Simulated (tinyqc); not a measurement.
What moves the results: metal-induced gap states at the contact of a metal chain and a two-band chain. A value that a table varies takes the place of the one given here.

The semiconductor alternates sites A at -Eg/2 and C at +Eg/2 with hopping -t; the gap runs from -Eg/2 to Eg/2. In the gap cosh(q a) = 1 + (Eg^2/4 - E^2)/(2 t^2) and the amplitude changes by -exp(-q a) a period. The metal has site energy 0 and hopping -tm; its end site has g_m = (E - i sqrt(4 tm^2 - E^2))/(2 tm^2). Sites 1, 2, ... count into the semiconductor, with energies e1, e2 alternating. The clean half chain has g1 = 1/(E - e1 - t^2 g2), g2 = 1/(E - e2 - t^2 g1), decaying root. With the contact G11 = 1/(1/g1 - tc^2 g_m), and the density on site j is -Im G_jj/pi = |psi_j/psi_1|^2 (-Im G11/pi), per spin, with psi_2/psi_1 = -t g2, psi_3/psi_2 = -t g1.

Constants: e^2/(4 pi eps0) = 14.39964547 eV angstrom.

Parameters, chosen for this exercise (gap and optical dielectric constant near those of Si; the chain itself is a model; not measured data):
- Eg = 1.11 eV (gap)
- t = 2.52 eV (hopping in the semiconductor)
- tm = 2.93 eV (hopping in the metal)
- tc = 2.3 eV (hopping across the contact)
- end = A (site that touches the metal)
- a = 3.84 angstrom (period (two sites); one chain for each area a^2)
- eps = 11.7 (dielectric constant)
- E = -0.14 eV (energy from mid-gap)

## Across the gap

E = f Eg. Share on C: the part of the summed density that lies on C sites, whose orbitals make the conduction edge.

Gap states:
```
f,E (eV),xi = 1/(2q) (angstrom),D1 (1/eV),D2 (1/eV),sum (1/eV),share on C
-0.48,-0.533,31.14,0.1626,0.0031,1.4286,0.019
-0.40,-0.444,14.54,0.1329,0.0129,0.6286,0.089
-0.30,-0.333,10.91,0.1056,0.0221,0.4305,0.173
-0.15,-0.167,9.16,0.0747,0.0326,0.3134,0.304
0.00,0.000,8.74,0.0514,0.0413,0.2607,0.445
0.15,0.167,9.16,0.0330,0.0497,0.2413,0.601
0.30,0.333,10.91,0.0177,0.0594,0.2598,0.770
0.40,0.444,14.54,0.0086,0.0682,0.3311,0.887
0.48,0.533,31.14,0.0017,0.0803,0.7074,0.979
```

The decay length xi of the density is shortest at mid-gap, 8.74 angstrom, and grows to 31.1 near the edges. The summed density is least at f = 0.15 (0.2413) and largest at f = -0.48 (1.4286 1/eV). The share on C goes from 0.02 to 0.98 and passes one half near f = +0.053, a point that depends on which site ends the chain. The states turn from valence-like to conduction-like across the gap; the branch point, where the decay is fastest, lies at mid-gap in this symmetric chain and is the usual estimate of the neutrality level.

## Wider gaps pin less

E = 0; Eg is varied and eps follows 1 + (eps0 - 1)(Eg0/Eg), with the given Eg and eps as Eg0 and eps0. xi = 1/(2q), N = 2 (summed density)/a^2, S = 1/(1 + 4 pi e^2 N xi/eps).

Against the gap:
```
Eg (eV),eps,xi (angstrom),summed density (1/eV),S,S at fixed eps
0.50,24.75,19.36,0.5926,0.081,0.040
0.75,16.84,12.91,0.3914,0.119,0.086
1.10,11.80,8.81,0.2632,0.172,0.170
1.50,8.92,6.47,0.1898,0.228,0.280
2.30,6.16,4.24,0.1192,0.332,0.485
3.40,4.49,2.90,0.0762,0.453,0.683
5.50,3.16,1.84,0.0417,0.627,0.861
9.00,2.32,1.19,0.0206,0.794,0.951
```

From Eg = 0.5 to 9 eV xi falls by a factor 16.2 and the summed density by 28.8, so at fixed eps S rises from 0.04 to 0.95. The weaker screening of wide-gap solids works against this: with it S goes from 0.08 to 0.79.

## Weakening the contact bond

At the given E, tc is varied, as by a thin spacer. xi = 1/(2q), N = 2 (summed density)/a^2, S = 1/(1 + 4 pi e^2 N xi/eps) with xi and eps kept.

Against tc:
```
tc (eV),D1 (1/eV),summed density (1/eV),S
0.10,0.00023,0.00099,0.9816
0.25,0.00145,0.00619,0.8951
0.50,0.00577,0.02468,0.6815
0.80,0.01460,0.06247,0.4581
1.20,0.03138,0.13429,0.2823
1.80,0.05838,0.24979,0.1745
2.50,0.07174,0.30698,0.1468
3.50,0.05886,0.25186,0.1733
```

For a weak bond the density goes as tc^2 (ratio 6.25 between 0.25 and 0.1 eV, against 6.25). It is largest at tc = 2.5 eV among these rows and falls beyond, as the first site pairs off with the metal. S is 0.982 at 0.1 eV and has its least value, 0.147, in that row.

## What each parameter does

xi = 1/(2q), summed density, and S = 1/(1 + 4 pi e^2 N xi/eps), N = 2 (summed density)/a^2. Each row changes one parameter from the base and keeps the others.

Results:
```
case,xi (angstrom),summed density (1/eV),S
base,9.026,0.30211,0.1488
Eg = 1.221 eV,8.161,0.26962,0.1781
t = 2.772 eV,9.926,0.29588,0.1397
tm = 3.223 eV,9.026,0.29645,0.1512
tc = 2.53 eV,9.026,0.30700,0.1468
eps = 12.87,9.026,0.30211,0.1613
end = C,9.026,0.24237,0.1789
```

The largest shifts from the base row, up to three for each result and ties (the steps differ in size, so this ranks the rows, not the parameters). xi (angstrom): t +0.899, Eg -0.865; unchanged at the printed digits by tm, tc, eps and end. summed density (1/eV): end -0.05975, Eg -0.03249, t -0.00623; unchanged at the printed digits by eps. S: end +0.0301, Eg +0.0293, eps +0.0125. The decay length belongs to the semiconductor alone; the metal and the contact set only the amplitude.

(tinyqc, `OMP_NUM_THREADS=1 python tinyqc.py 1450875 1450876 out.jsonl`, Intel(R) Xeon(R) Processor @ 2.30GHz, 1 thread, shared host, about 0.01 s.)
